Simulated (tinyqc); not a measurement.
Electron-beam lithography: double-Gaussian proximity function, edge placement and dose correction for parallel lines: one step, computed by the program tinyqc. Command: `OMP_NUM_THREADS=1 python tinyqc.py 3111731 3111732 out.jsonl proximity walk`. One thread of a shared host (Intel(R) Xeon(R) Processor @ 2.30GHz), about 0.01 s of CPU time with the checks.

Lines are infinitely long. Absorbed energy is counted so that the middle of a very large area written at dose 1 receives 1; the resist develops where it exceeds 1/2.

Question. Shot noise and writing time. With dose = d_s D0: electrons per pixel N = dose x pixel area/e; relative noise 1/sqrt(N); time per cm^2 of pattern area = dose x density/current; pixel rate = current/(dose x pixel area).

Inputs (values chosen for the exercise, of the order of those for 20 keV electrons in resist on silicon): beam current = 1.2 nA; pixel size = 2 nm; pattern density around the test line = 0.25.

dose = 257.8378 microcoulomb/cm^2

Constants: e = 1.602176634e-19 C.

Give: electrons per pixel; shot noise; writing time per cm^2; pixel rate.

Answer.

electrons per pixel = 64.372

shot noise = 12.464 %

writing time per cm^2 = 14.921 h

pixel rate = 116.35 MHz
